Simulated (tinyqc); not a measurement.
Straight dislocations in isotropic elasticity: fields, energies, partials, Peierls stress and walls: one step, computed by the program tinyqc. Command: `OMP_NUM_THREADS=1 python tinyqc.py 3002110 3002111 out.jsonl disloc walk`. One thread of a shared host (Intel(R) Xeon(R) Processor @ 2.30GHz), about 0.01 s of CPU time with the checks.

The line runs along z, the glide plane is y = 0, and beta is the angle between b and the line (0 screw, 90 degrees edge): b_e = b sin(beta) along +x with the extra half plane at y > 0, b_s = b cos(beta). Stress is positive in tension.

Problem. Line energy and line tension. Energy factor K = G [cos^2(beta) + sin^2(beta)/(1 - nu)]. E = K b^2/(4 pi) ln(R/r0) with R = 1/(2 sqrt(rho)); tension T = E + d^2E/d(beta)^2 = G b^2 [1 + nu - 3 nu sin^2(beta)]/(4 pi (1 - nu)) ln(R/r0). The core energy is taken into r0.

Inputs (values chosen for the exercise, modelled on gold): shear modulus G = 27.2 GPa; Poisson ratio nu = 0.432; Burgers vector b = 2.884 angstrom; dislocation density rho = 3.8e+11 1/m^2; core radius r0/b = 1.

Character: edge.

Constants: 1 eV/angstrom^3 = 160.2176634 GPa.

Give: energy factor K; ln(R/r0); line energy E; line tension T; stored energy rho E.

Solution.

energy factor K = 47.887 GPa

ln(R/r0) = 7.9418

line energy E = 15.711 eV/nm

line tension T = 2.1367 eV/nm

stored energy rho E = 0.95654 kJ/m^3

T/E = 0.14: bowing turns parts of the line towards the cheaper screw character, so it is soft.
